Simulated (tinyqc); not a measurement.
Ellipsometry and reflectance of a transparent film on an absorbing substrate: two steps of the calculation.

Air (index 1), film, substrate with N2 = n2 - i k2; time factor exp(+i w t). q_j = sqrt(N_j^2 - sin^2 th), root with positive real part. Fresnel coefficients r_s = (q_a - q_b)/(q_a + q_b), r_p = (N_b^2 q_a - N_a^2 q_b)/(N_b^2 q_a + N_a^2 q_b). tan(Psi) exp(i Delta) = R_p/R_s, Delta taken from 0 to 360 degrees.

Parameters, values chosen for the exercise; indices close to those of silicon dioxide on silicon:
- lam = 405 nm (wavelength)
- th = 70 degrees (angle of incidence)
- n1 = 1.452 (index of the transparent film)
- d = 310 nm (film thickness)
- n2 = 5.42 (index of the substrate)
- k2 = 0.329 (extinction coefficient of the substrate)

Question 1. Interface coefficients and thickness period. q0, q1, q2 and the coefficients r01 and r12 for p and s; the results repeat in d with the period lam/(2 q1).

Wanted: q0; q1; q2; r01,p; r01,s; r12,p; r12,s; period.

Answer 1.

q0 = 0.3420
q1 = 1.107
q2 = 5.338-0.334i
r01,p = -0.2111
r01,s = -0.5279
r12,p = 0.4867-0.0224i
r12,s = -0.6574+0.0178i
period = 182.9 nm

Question 2. Psi, Delta and reflectances. beta = 2 pi d q1/lam, X = exp(-2 i beta), R = (r01 + r12 X)/(1 + r01 r12 X) for p and s.

q1 = 1.1069245
r01,p = -0.21107252
r01,s = -0.52790446
r12,p = 0.48674163-0.02243040i
r12,s = -0.65742985+0.01775472i

Find: beta; X; R_p; R_s; Psi; Delta; |R_p|^2; |R_s|^2.

Answer 2.

beta = 5.3236 rad
X = -0.34139+0.93992i
R_p = -0.38508+0.41465i
R_s = -0.54438-0.49945i
Psi = 37.451 degrees
Delta = 270.35 degrees
|R_p|^2 = 0.32022
|R_s|^2 = 0.54579

The bare substrate gives Psi = 19.30 and Delta = 175.51 degrees.

Computed by the program tinyqc: `OMP_NUM_THREADS=1 python tinyqc.py 2870149 2870150 out.jsonl`, one thread of a shared Intel Xeon 2.30GHz, about 0.01 s for the whole run.
